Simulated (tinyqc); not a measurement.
From results back to parameters: Schottky barriers and band offsets from neutrality levels. Three cases, with inputs chosen for the exercise.

Problem. Two metals on one material give the electron barriers below, with phi_n = S (WM - PhiN) + (PhiN - chi), PhiN = chi + Eg - EN and S = 1/(1 + 0.1 (eps - 1)^2).

Find: S; PhiN; EN; eps.

Method. The slope of phi_n against WM is S; then PhiN = (phi_n + chi - S WM)/(1 - S), EN = chi + Eg - PhiN and eps = 1 + sqrt(10 (1/S - 1)).

Case 1.

Values chosen: Eg1 = 0.68 eV (gap of material 1, near Ge); chi1 = 4.09 eV (its electron affinity); W12 = (4.65, 5.61) eV (work functions of two metals).

phi_n for the two metals (eV): 0.598217  0.641011

Solution.

S = 0.0446
PhiN = 4.69 eV
EN = 0.08 eV
eps = 15.64

Case 2.

Values chosen: Eg1 = 0.36 eV (gap of material 1, near InAs); chi1 = 5 eV (its electron affinity); W12 = (4.26, 5.16) eV (work functions of two metals).

phi_n for the two metals (eV): -0.176409  -0.107937

Solution.

S = 0.0761
PhiN = 4.87 eV
EN = 0.49 eV
eps = 12.02

Case 3.

Values chosen: Eg1 = 0.67 eV (gap of material 1, near Ge); chi1 = 3.89 eV (its electron affinity); W12 = (4.27, 5.18) eV (work functions of two metals).

phi_n for the two metals (eV): 0.580565  0.621450

Solution.

S = 0.0449
PhiN = 4.48 eV
EN = 0.08 eV
eps = 15.58

Computed by tinyqc, one run a case: `OMP_NUM_THREADS=1 python tinyqc.py N N+1 out.jsonl` with N = 1880714, 1880717, 1880720; one thread of a shared Intel(R) Xeon(R) Processor @ 2.30GHz, about 0.01 s a run at most.
